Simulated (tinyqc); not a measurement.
Small-signal admittance of a forward-biased p+-n diode: effect of the excess hole density at the junction edge.

Holes injected into a neutral base of width wb with an ohmic contact at its end; low injection, p0 far above the equilibrium density. A small voltage v exp(i w t), w = 2 pi f, modulates the edge density by p0 v/Vt, and the small-signal density obeys Dp d2p/dx2 = (1/tau + i w) p.

L = sqrt(Dp tau); direct current J = (q Dp p0/L) coth(wb/L); k = sqrt(1 + i w tau)/L; diffusion admittance Y = (q Dp p0/Vt) k coth(k wb) = G + i w C_diff; junction capacitance C_j = sqrt(q eps0 eps_r Nd/(2 Vr)) in the depletion approximation, with the remaining barrier Vr = Vt ln(Na/p0), a rough value under forward bias; base-width modulation is left out. Measured admittance 1/[Rs + 1/(Y + i w C_j)].

Parameters, values chosen for the exercise; permittivity close to that of gallium arsenide: temperature T = 300 K; relative permittivity eps_r = 12.9; donor density of the base Nd = 6.9e16 cm^-3; hole diffusion coefficient Dp = 7 cm^2/s; hole lifetime tau = 7e-8 s; width of the neutral base wb = 9.8 um; acceptor density of the p+ side Na = 5e19 cm^-3; series resistance Rs = 0.0038 ohm cm^2; signal frequency f = 2.6e6 Hz.

Constants: q = 1.602176634e-19 C, kB = 1.380649e-23 J/K, Vt = kB T/q, eps0 = 8.8541878128e-14 F/cm where lengths are in cm. Results are converted to the units shown.

The same in every row: w tau = 1.144.

Results:
```
p0 (cm^-3),G (S/cm^2),C_diff (uF/cm^2),C_j (uF/cm^2),measured G (S/cm^2),measured C (uF/cm^2),phase of the measured Y (degrees)
7e9,5.102e-4,1.107e-5,0.1037,0.01143,0.1038,89.61
7e10,0.005102,1.107e-4,0.1094,0.01727,0.1096,89.45
7e11,0.05102,0.001107,0.1162,0.06496,0.1173,88.06
7e12,0.5102,0.01107,0.1244,0.5278,0.1349,76.54
7e14,51.02,1.107,0.1478,43.67,0.8769,18.16
7e15,510.2,11.07,0.1659,178.4,1.232,6.436
```

Estimate the missing row, p0 = 7e13 cm^-3.

Computed row:
```
p0 (cm^-3),G (S/cm^2),C_diff (uF/cm^2),C_j (uF/cm^2),measured G (S/cm^2),measured C (uF/cm^2),phase of the measured Y (degrees)
7e13,5.102,0.1107,0.1346,5.063,0.2360,37.29
```

With this row back in the table: As p0 goes from 7e9 to 7e15, G rises from 5.10e-4 to 510 S/cm^2, C_diff rises from 1.11e-5 to 11.1 uF/cm^2 and the measured C rises from 0.104 to 1.23 uF/cm^2. C_diff exceeds C_j for p0 = 7e14, 7e15.

Program tinyqc, `OMP_NUM_THREADS=1 python tinyqc.py 2890223 2890224 out.jsonl`; Intel Xeon 2.30GHz, shared host, one thread, about 0.01 s.
